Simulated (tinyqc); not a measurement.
From results back to parameters: eight-band Kane k.p model. Five cases, with inputs chosen for the exercise.

Problem. In the Kane model 1/m = A_r + Ep (Eg + 2 Dso/3)/(Eg (Eg + Dso)) and the Roth formula gives g* = 2 - 2 Ep Dso/(3 Eg (Eg + Dso)). The mass and the g factor below were computed from hidden Ep and Dso.

Find: X; Y; Ep; Dso.

Method. Let X = 1/m - A_r and Y = (2 - g*)/2. Then X + Y = Ep/Eg and X - 2 Y = Ep/(Eg + Dso).

Case 1.

Values chosen (out of a larger set: near those of AlAs; not measured data): Eg = 2.923 eV (gap at Gamma to the s-like level); A_r = 1 (remote-band term in 1/m).

m = 0.1274063 m0
g* = 1.60271

Solution.

X = 6.849
Y = 0.199
Ep = 20.60 eV
Dso = 0.270 eV

Case 2.

Values chosen (out of a larger set: near those of GaP; not measured data): Eg = 2.94 eV (gap at Gamma to the s-like level); A_r = 0 (remote-band term in 1/m).

m = 0.0969344 m0
g* = 1.81619

Solution.

X = 10.316
Y = 0.092
Ep = 30.60 eV
Dso = 0.080 eV

Case 3.

Values chosen (out of a larger set: near those of GaAs; not measured data): Eg = 1.593 eV (gap at Gamma to the s-like level); A_r = 0 (remote-band term in 1/m).

m = 0.0642626 m0
g* = -0.02270

Solution.

X = 15.561
Y = 1.011
Ep = 26.40 eV
Dso = 0.357 eV

Case 4.

Values chosen (out of a larger set: near those of GaSb; not measured data): Eg = 0.805 eV (gap at Gamma to the s-like level); A_r = 1 (remote-band term in 1/m).

m = 0.0345812 m0
g* = -8.74896

Solution.

X = 27.917
Y = 5.374
Ep = 26.80 eV
Dso = 0.756 eV

Case 5.

Values chosen (out of a larger set: near those of AlAs; not measured data): Eg = 3.134 eV (gap at Gamma to the s-like level); A_r = 1 (remote-band term in 1/m).

m = 0.1347766 m0
g* = 1.62941

Solution.

X = 6.420
Y = 0.185
Ep = 20.70 eV
Dso = 0.288 eV

Computed by tinyqc, one run a case: `OMP_NUM_THREADS=1 python tinyqc.py N N+1 out.jsonl` with N = 1080382, 1080404, 1080423, 1080431, 1080479; one thread of a shared Intel(R) Xeon(R) Processor @ 2.30GHz, about 0.1 s a run at most.
